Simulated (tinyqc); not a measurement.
Worked calculation: plane-wave Kohn-Sham cycle with exchange-only LDA in a layered model solid. Computed by tinyqc, a small Python program that keeps every step. Settings: points = 16, plane-wave index or count = 3, electrons = 2, k points = 2, area = 35.0, mixing = 1.0, iteration cap = 61. Command: `OMP_NUM_THREADS=1 python tinyqc.py 20311 20312 out.jsonl` (the two numbers bound the seeds that draw the settings). One thread of a shared host (Intel(R) Xeon(R) Processor @ 2.60GHz), about 0.03 s of CPU time with the checks.

A solid whose potential varies along x alone (atomic units):
```
parameter                      value
period a                   13.300000
cross-section of the cell  35.000000
electrons per cell                 2
grid points                       16
plane waves -n..n, n               3
k points                           2
V1 in V1 cos(2 pi x/a)     -0.310000
```

Stop when sqrt(dV sum R^2) is below 1e-8, dV = a A/N.

Course of the cycle:
```
iteration  E (hartree)  norm of the residual
1            -0.611928              1.16e-01
2            -0.453598              8.29e-02
3            -0.462041              6.52e-02
4            -0.436376              5.06e-02
5            -0.437096              4.15e-02
6            -0.429494              3.35e-02
7            -0.429074              2.78e-02
8            -0.426331              2.28e-02
9            -0.425896              1.90e-02
10           -0.424803              1.57e-02
11           -0.424515              1.31e-02
...                ...                   ...
51           -0.755547              1.90e-01
52           -0.755547              1.90e-01
53           -0.755547              1.90e-01
54           -0.755547              1.90e-01
55           -0.755547              1.90e-01
56           -0.755547              1.90e-01
57           -0.755547              1.90e-01
58           -0.755547              1.90e-01
59           -0.755547              1.90e-01
60           -0.755547              1.90e-01
61           -0.755547              1.90e-01
```

Can the last value be used, and what does the course show?

Not by the stop rule, although the second column moves by less than 1e-07 over the last three steps. Not converged within 61 iterations: the residual has stopped falling. Reruns (cap 100 unless said): mixing 0.1: not converged; mixing 0.5, Kerker q0 1.0: not converged; mixing 0.3, Pulay depth 5: converged in 11 (E = -0.42333); the original settings with a cap of 400: not converged.
